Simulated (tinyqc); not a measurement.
Space-charge-limited current with shallow traps: one step of the calculation.

One carrier type, drift only, an injecting contact at x = 0 (zero field) and thickness L. The share th = y/(1 + y), y = (Nc/Nt) exp(-Et/kB T), of the injected charge is free: J = q mu n F, eps0 eps_r dF/dx = q (n - n0)/th.

Question. The exact current. Exact: with u = n0/n(L), w = -u - ln(1 - u) and v = -u - u^2/2 - ln(1 - u), V = (q n0 L^2/(th eps0 eps_r)) v/w^2 and J = q^2 n0^2 mu L/(th eps0 eps_r w). v/w^2 falls steadily with u, so u follows by bisection.

Parameters, values chosen for the exercise:

| symbol | value | unit | meaning |
|---|---|---|---|
| T | 300 | K | temperature |
| eps_r | 24.5 |  | relative permittivity |
| mu | 12 | cm^2/(V s) | mobility |
| L | 1500 | nm | thickness |
| Nc | 2e20 | cm^-3 | band density of states |
| Nt | 1e17 | cm^-3 | trap density |
| Et | 0.53 | eV | trap depth |
| n0 | 1.6e9 | cm^-3 | free carrier density in equilibrium |
| V | 6.2 | V | voltage |

Constants: q = 1.602176634e-19 C, kB = 1.380649e-23 J/K, Vt = kB T/q, eps0 = 8.8541878128e-14 F/cm where lengths are in cm. Results are converted to the units shown.

Give: v/w^2; u; w; J; exit field over V/L.

Answer.

v/w^2 = 5.823
u = 0.2014
w = 0.02349
J = 9.295e-4 A/cm^2
exit field over V/L = 1.472

J is 3.2 % below the plain sum of the two limits; the exit field lies between the ohmic 1 and the Mott-Gurney 1.5.

Range of the model: Diffusion and a field-dependent mobility are left out. With injecting contacts the diffusion current, about 4 pi^2 Vt th eps0 eps_r mu V/L^3, equals the Mott-Gurney current at V = 35 kB T/q (0.9 V at 300 K), so the drift-only result needs V well above that.

Program tinyqc, `OMP_NUM_THREADS=1 python tinyqc.py 2370072 2370073 out.jsonl`; Intel Xeon 2.30GHz, shared host, one thread, about 0.01 s.
